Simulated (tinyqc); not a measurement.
KAI against NLS in time: switching kinetics of a ferroelectric film and the memory window of a ferroelectric gate stack. Computed by tinyqc, a small Python program. Command: `OMP_NUM_THREADS=1 python tinyqc.py 3019359 3019360 out.jsonl feswitch walk`. One thread of a shared host (Intel(R) Xeon(R) Processor @ 2.30GHz), about 0.03 s of CPU time with the checks.

Fields in MV/cm; 1 microcoulomb/cm^2 over eps_0 is 11.29409 MV/cm. In the stack (metal, ferroelectric, interlayer, channel) the channel is taken as a conductor.

Inputs (values chosen for the exercise, for a model film): dimension n = 3; half width w of log10 t = 0.45.

Method. KAI: 1 - exp[-(t/t1)^n]. NLS: the same kernel averaged over the Lorentzian F = (1/pi) w/[(z - log10 t1)^2 + w^2] in z = log10 tau.

Switched share:
```
log10(t/t1)     KAI      NLS
-3.0         0.0000  0.04894
-2.0         0.0000  0.07415
-1.0         0.0010  0.15064
-0.5         0.0311  0.27579
-0.2         0.2221  0.42452
0.0          0.6321  0.54863
0.2          0.9813  0.66409
0.5          1.0000  0.78219
1.0          1.0000  0.87213
2.0          1.0000  0.93183
3.0          1.0000  0.95372
```

What follows from these numbers?

KAI goes from 10 to 90 % within 0.45 decades of time; a Lorentzian of this width needs about 2 w tan(0.4 pi) = 2.8 decades. Three decades after t1, 4.6 % of the NLS film has not switched, and three decades before it 4.9 % already has: the tails set write margins and disturb errors.
